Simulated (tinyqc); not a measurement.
sp3s* tight binding with spin-orbit coupling: sweeps and comparisons. A value that a table varies takes the place of the one given here.

sp3s* tight binding, nearest neighbours only: anion (a) at 0, cation (c) at a/4 (1,1,1), orbitals s, px, py, pz, s* on each; k in units of 2 pi/a. With phases e_j = exp(i (pi/2) k.n_j) for n = (1,1,1), (1,-1,-1), (-1,1,-1), (-1,-1,1): g0 = (e1+e2+e3+e4)/4, g1 = (e1+e2-e3-e4)/4, g2 = (e1-e2+e3-e4)/4, g3 = (e1-e2-e3+e4)/4. The diagonal holds the levels Esa, Epa, Exa (s*) and Esc, Epc, Exc. Anion-cation block: <sa|sc> = Vss g0; <sa|xc> = Vsapc g1; <xa|sc> = -Vscpa g1; <xa|xc> = Vxx g0; <xa|yc> = <ya|xc> = Vxy g3, <xa|zc> = <za|xc> = Vxy g2, <ya|zc> = <za|yc> = Vxy g1; <s*a|xc> = Vxapc g1; <xa|s*c> = -Vpaxc g1; y and z take g2 and g3 in place of g1; s-s* and s*-s* vanish.

Spin-orbit coupling acts within the p shell of each atom as (D/3) L.sigma, D = Da or Dc: it puts four states at Ep + D/3 and two at Ep - 2D/3.

Values chosen for the exercise (near a published set for AlAs, fitted to gaps, whose masses and valley positions are rough; spin-orbit coupling, where it is added without a refit, lifts the valence top and shrinks all gaps by about a third of the splitting; shifted at random, so the results belong to these values and not to a real crystal): Esa = -7.47 eV (s level of the anion); Epa = 0.989 eV (p level of the anion); Esc = -1.161 eV (s level of the cation); Epc = 3.552 eV (p level of the cation); Exa = 7.507 eV (s* level of the anion); Exc = 6.751 eV (s* level of the cation); Vss = -6.664 eV (s-s); Vxx = 1.905 eV (px-px); Vxy = 4.305 eV (px-py); Vsapc = 5.087 eV (s anion, p cation); Vscpa = 5.575 eV (s cation, p anion); Vxapc = 4.503 eV (s* anion, p cation); Vpaxc = 4.944 eV (p anion, s* cation); Da = 0.42 eV (atomic spin-orbit splitting, anion); Dc = 0.024 eV (the same, cation); eta = 2 (scaling exponent); D001 = 0.87 (ratio -ezz/exx).

## What the s* orbital does

The s* couplings Vxapc and Vpaxc are scaled by f; f = 0 is the plain sp3 model. Gaps from the top of the valence band at Gamma; the Delta value is the minimum on (x,0,0), 0.5 <= x <= 1.

Gaps (eV):

| f | Gamma | Delta | L | x of the minimum |
|---|---|---|---|---|
| 0.00 | 2.9727 | 4.6781 | 3.9853 | 0.500 |
| 0.25 | 2.9727 | 4.5049 | 3.8433 | 0.500 |
| 0.50 | 2.9727 | 4.0162 | 3.4989 | 0.668 |
| 0.75 | 2.9727 | 3.1383 | 3.0739 | 0.802 |
| 0.90 | 2.9727 | 2.5797 | 2.8061 | 0.838 |
| 1.00 | 2.9727 | 2.2026 | 2.6222 | 0.858 |
| 1.10 | 2.9727 | 1.8240 | 2.4277 | 0.877 |

The gap at Gamma stays, since g1 to g3 vanish there. From f = 0 to 1 the s* levels lower the Delta value by 2.476 eV and L by 1.363 eV. For f = 0 and 0.25 the least value lies at x = 0.5, the end of the range: any valley further out lies above that value until s* has lowered it enough. The lowest of the three is Gamma at f = 0 and the Delta line at f = 1.

## Hydrostatic strain (sp3s* tight binding with spin-orbit coupling, strained)

Strain e moves each bond vector to d = (1 + e) d0 (no internal displacement for the diagonal strains used here) and k is given in fractions of the strained reciprocal cell, so the phases stay. Two-centre values Vss_sigma = Vss/4, Vsp_sigma = sqrt3 V/4 for each s-p and s*-p pair, Vpp_sigma = (Vxx + 2 Vxy)/4, Vpp_pi = (Vxx - Vxy)/4 are scaled by (d0/d)^eta and combined with the new direction cosines; the levels on the diagonal stay.

exx = eyy = ezz = e. Gaps as measured from the top of the valence band; the deformation potentials are (gap(0.01) - gap(-0.01))/0.06.

Gaps (eV):

| e | Gamma | Delta | L | x of the minimum |
|---|---|---|---|---|
| -0.03 | 3.4548 | 2.2214 | 2.8381 | 0.843 |
| -0.02 | 3.2885 | 2.2147 | 2.7662 | 0.848 |
| -0.01 | 3.1279 | 2.2085 | 2.6940 | 0.853 |
| 0.00 | 2.9727 | 2.2026 | 2.6222 | 0.858 |
| 0.01 | 2.8226 | 2.1971 | 2.5511 | 0.862 |
| 0.02 | 2.6776 | 2.1919 | 2.4811 | 0.865 |
| 0.03 | 2.5374 | 2.1870 | 2.4124 | 0.868 |

gap deformation potentials (eV): Gamma -5.087, Delta -0.190, L -2.382

Per unit of volume strain the gaps move by -5.09 (Gamma), -0.19 (Delta) and -2.38 eV (L). The lowest valley stays the Delta line over the range. These potentials follow from the one exponent eta, which fitted models replace by one for each integral; with it the sizes are rough, the sign for Delta can be wrong (in Si, Ge and the III-V crystals measured values are small and positive), and the pressures at which valleys cross, and which valley takes over, are rough too. A gap of zero, where one is listed, marks an s level that has sunk below the valence top.

## Biaxial strain splits the top of the valence band (sp3s* tight binding, strained)

No spin-orbit coupling; k = 0; exx = eyy = e, ezz = -D001 e. The four bonds keep equal lengths, and the sums over them give Vxx(e) for px and py and Vzz(e) for pz; each level is the lower root of [[Epa, V], [V, Epc]], and the s level the upper root of the s block. The shear potential b follows from E(x,y) - E(z) = 3 b (exx - ezz), taken as the slope between e = -0.005 and 0.005.

Couplings and levels at Gamma (eV):

| e | ezz | Vxx(e) | Vzz(e) | E(x,y) | E(z) | E(x,y) - E(z) (meV) | upper s level |
|---|---|---|---|---|---|---|---|
| -0.020 | 0.0174 | 1.8230 | 2.1543 | 0.0421 | -0.2361 | 278.3 | 3.1474 |
| -0.010 | 0.0087 | 1.8648 | 2.0282 | 0.0078 | -0.1286 | 136.4 | 3.1026 |
| -0.005 | 0.0043 | 1.8851 | 1.9662 | -0.0090 | -0.0765 | 67.5 | 3.0800 |
| 0.005 | -0.0043 | 1.9244 | 1.8445 | -0.0416 | 0.0245 | -66.1 | 3.0347 |
| 0.010 | -0.0087 | 1.9435 | 1.7848 | -0.0574 | 0.0733 | -130.7 | 3.0119 |
| 0.020 | -0.0174 | 1.9803 | 1.6676 | -0.0883 | 0.1674 | -255.7 | 2.9660 |

b = -2.381 eV

Under tension in the plane (e > 0) the bonds tilt towards the plane, Vxx grows to 1.9435 and Vzz falls to 1.7848 eV at e = 0.01, and the pz state forms the top of the valence band, by 130.7 meV; under compression (e = -0.01) the px, py pair does, by 136.4 meV. The slope gives b = -2.38 eV, a rough value, since on-site strain terms are left out (measured values lie near -2 eV).

## What each parameter does

Gaps from the top of the valence band at Gamma; Delta is the minimum on (x,0,0), 0.5 <= x <= 1. Each row changes one parameter from the base and keeps the others.

Results:

| case | Ev (eV) | gap Gamma (eV) | gap Delta (eV) | gap L (eV) |
|---|---|---|---|---|
| base | 0.0848 | 2.9727 | 2.2026 | 2.6222 |
| Vpaxc = 5.244 eV | 0.0848 | 2.9727 | 2.1630 | 2.5983 |
| Exa = 7.307 eV | 0.0848 | 2.9727 | 2.1363 | 2.5880 |
| Epa = 0.689 eV | -0.1493 | 3.2068 | 2.4205 | 2.8443 |
| Vsapc = 4.787 eV | 0.0848 | 2.9727 | 2.0647 | 2.5143 |
| Vxx = 2.205 eV | -0.1733 | 3.2307 | 2.4741 | 2.9087 |
| Vscpa = 5.775 eV | 0.0848 | 2.9727 | 2.2146 | 2.6580 |

The largest shifts from the base row, up to three for each result and ties (the steps differ in size, so this ranks the rows, not the parameters). Ev (eV): Vxx -0.2581, Epa -0.2341; unchanged at the printed digits by Vpaxc, Exa, Vsapc and Vscpa. gap Gamma (eV): Vxx +0.2581, Epa +0.2341; unchanged at the printed digits by Vpaxc, Exa, Vsapc and Vscpa. gap Delta (eV): Vxx +0.2716, Epa +0.2179, Vsapc -0.1379. gap L (eV): Vxx +0.2865, Epa +0.2221, Vsapc -0.1079. Vpaxc, Exa, Vsapc and Vscpa cannot move Ev or the gap at Gamma, whose blocks do not hold them; s parameters never move Ev, and move the gap only where the lowest empty level at Gamma is s-like.

Program tinyqc; command `OMP_NUM_THREADS=1 python tinyqc.py 1451104 1451105 out.jsonl`; about 0.1 s on one thread of a shared Intel(R) Xeon(R) Processor @ 2.30GHz.
